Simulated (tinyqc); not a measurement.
## Trench capacitor in an array: capacitance, non-linearity, leakage and relaxation: capacitance, non-linearity and leakage against thickness

A film between two metal electrodes, each interface adding a series capacitance ci. The small-signal permittivity is ek (1 + aq E^2); the field is found with the linear permittivity. Leakage J = J0 sinh(E/Ef). After a voltage step the film passes a relaxation current kr C V tt^(-nr), tt being the time in seconds. The sidewall is a coaxial capacitor with radii a = dm/2 - t and b = dm/2, depth AR dm; the end face is left out.

Planar film: Cf = eps0 ek/t, 1/C = 1/Cf + 2/ci, EOT = 3.9 eps0/C, effective permittivity C t/eps0, E = (V/t) C/Cf; quadratic coefficient [C(V)/C - 1]/V^2 with Cf (1 + aq E^2) in C(V).

Values chosen for this exercise; permittivity of the order of that of hafnium oxide: relative permittivity of the film ek = 21.5; capacitance of each electrode interface (dead layer and screening) ci = 180 uF/cm^2; quadratic field coefficient of the permittivity aq = 0.01 cm^2/MV^2; bias V = 1.4 V; leakage prefactor J0 = 2.6e-11 A/cm^2; field for an e-fold rise of the leakage Ef = 0.37 MV/cm.

Constants: eps0 = 8.8541878128e-14 F/cm where lengths are in cm. Results are converted to the units shown.

Result of one run:
```
t (nm),C (uF/cm^2),EOT (nm),effective permittivity,E (MV/cm),quadratic coefficient (ppm/V^2),J (A/cm^2)
19,0.9909,3.485,21.26,0.7287,2679,9.136e-11
```

What becomes of these results when the film thickness t is changed from 19 to 41 nm, all else the same?

Result of the changed run:
```
t (nm),C (uF/cm^2),EOT (nm),effective permittivity,E (MV/cm),quadratic coefficient (ppm/V^2),J (A/cm^2)
41,0.4619,7.476,21.39,0.3397,585.8,2.737e-11
```

The whole series:
```
t (nm),C (uF/cm^2),EOT (nm),effective permittivity,E (MV/cm),quadratic coefficient (ppm/V^2),J (A/cm^2)
2.7,6.538,0.5281,19.94,4.808,1.076e5,5.728e-6
4,4.520,0.7639,20.42,3.324,5.325e4,1.037e-7
5.9,3.115,1.109,20.76,2.291,2.580e4,6.350e-9
8.6,2.160,1.598,20.98,1.589,1.256e4,9.523e-10
13,1.441,2.397,21.16,1.060,5636,2.272e-10
19,0.9909,3.485,21.26,0.7287,2679,9.136e-11
28,0.6748,5.117,21.34,0.4963,1247,4.631e-11
41,0.4619,7.476,21.39,0.3397,585.8,2.737e-11
60,0.3162,10.92,21.42,0.2325,274.9,1.744e-11
```

C falls from 6.54 to 0.316 uF/cm^2 while the effective permittivity goes from 19.9 to 21.4 (ek = 21.5). EOT is a straight line in t with slope 3.9/ek = 0.181 and intercept 0.0384 nm. The quadratic coefficient goes as t^(-1.79) between the first two rows and t^(-1.99) between the last two (-2 without interfaces), and J falls by 5.52 decades. For t = 2.7 direct tunnelling, left out, would add to the leakage.

Numbers from tinyqc (`OMP_NUM_THREADS=1 python tinyqc.py 2102096 2102097 out.jsonl`; about 0.01 s on one thread of a shared Intel Xeon 2.30GHz).
